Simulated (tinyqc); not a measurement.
Inside a calculation: inversion layer as a triangular well, valleys of the Si type. Values are carried at full precision from step to step, so a last printed digit may differ when a step is redone from the rounded ones.

Six ellipsoidal valleys with their long axes along the cube axes, mass ml along the axis and mt across it. For a valley whose axis makes the angle theta with the surface normal, 1/m_z = cos^2(theta)/ml + sin^2(theta)/mt sets the confinement; in the plane the masses are m_1 = mt and m_2 = ml mt/m_z, and m_d = sqrt(m_1 m_2).

Constants: e^2/(4 pi eps0) = 14.39964547 eV angstrom; hbar^2/2m0 = 3.80998211 eV angstrom^2; kB = 8.617333262e-05 eV/K.

Values chosen for the exercise (near those of Si; not measured data): ml = 0.918 m0 (longitudinal mass); mt = 0.19 m0 (transverse mass); face = 100 (surface); eps = 11.9 (dielectric constant); Ns = 1.5 x 1e12/cm^2 (electron sheet density); Nd = 0.96 x 1e12/cm^2 (depletion charge); eta = 0.5 (share of Ns in the effective field); T = 400 K (temperature); tox = 24 angstrom (SiO2-equivalent oxide thickness).

## Valley masses on the (100) face

Group the valleys by their angle to the normal, heaviest m_z first.

Valleys (masses in m0):
```
valleys g,cos^2(theta),m_z,m_1,m_2,m_d
2,1.0000,0.9180,0.1900,0.1900,0.1900
4,0.0000,0.1900,0.1900,0.9180,0.4176
```

The 2 valleys with the heaviest m_z will give the lowest ladder of subbands.

## Effective field

The field is taken as constant, e F = 4 pi (e^2/4 pi eps0)(Nd + eta Ns)/eps, with 1e12/cm^2 = 1e-4/angstrom^2, and the oxide as a hard wall at z = 0; c = hbar^2/2m0.

Find e F, and F in MV/cm (1 MV/cm = 0.01 V/angstrom).

e F = 0.00260022 eV/angstrom
F = 0.2600 MV/cm

## Subband ladders

Level j of a valley lies at E_j = a_j (c (e F)^2/m_z)^(1/3) above the band edge at the surface, with the Airy zeros a_j = 2.338107, 4.087949, 5.520560, 6.786708, 7.944134, 9.022651, 10.040174, 11.008524, 11.936016, 12.828777, and has <z> = 2 E_j/(3 e F).

The ten lowest levels of all groups of valleys together, j = 0, 1, ..., c = hbar^2/2m0; primes mark the groups with lighter m_z.

Subbands:
```
label,valleys g,m_d (m0),E (eV),<z> (angstrom)
0,2,0.1900,0.0711,18.22
0',4,0.4176,0.1201,30.80
1,2,0.1900,0.1242,31.85
2,2,0.1900,0.1678,43.01
3,2,0.1900,0.2062,52.88
1',4,0.4176,0.2100,53.84
4,2,0.1900,0.2414,61.89
5,2,0.1900,0.2742,70.30
2',4,0.4176,0.2836,72.71
6,2,0.1900,0.3051,78.22
```

The second subband is 0', 49.1 meV above the first.

## Fermi level and populations

Subband i holds n_i = g m_d/(2 pi c) kB T ln(1 + exp((EF - E_i)/kB T)) (spin included), and EF is fixed by sum n_i = Ns over the levels listed or, where none are listed, over j = 0 to 9 of each group; 1e12/cm^2 = 1e-4/angstrom^2.

Solve for EF; c = hbar^2/2m0. The mean distance is sum n_i <z>_i/Ns.

EF = -0.0035 eV

Populations:
```
label,(EF - E)/kB T,n (1e12/cm^2),share (%)
0,-2.16,0.596,39.8
0',-3.58,0.658,43.9
1,-3.70,0.133,8.9
2,-4.97,0.038,2.5
3,-6.08,0.012,0.8
1',-6.19,0.049,3.3
4,-7.10,0.004,0.3
5,-8.05,0.002,0.1
2',-8.33,0.006,0.4
6,-8.95,0.001,0.0
```

mean distance from the surface = 27.46 angstrom

The lowest subband holds 39.8 % of the electrons and is partly degenerate (EF within a few kB T of its edge). The fullest is 0', with 44 %, thanks to its larger g m_d.

## Effect on the gate capacitance

The charge sits at the mean distance <z> from the surface, which adds (3.9/eps) <z> to the oxide thickness; C/Cox = tox/(tox + 3.9 <z>/eps). The density-of-states term is left out.

added thickness = 9.00 angstrom
C/Cox = 0.727

## Checks

- Lowest level by finite differences against the Airy formula, eV: 0.0710 against 0.0711.

(tinyqc, `OMP_NUM_THREADS=1 python tinyqc.py 1252525 1252526 out.jsonl`, Intel(R) Xeon(R) Processor @ 2.30GHz, 1 thread, shared host, about 0.02 s.)
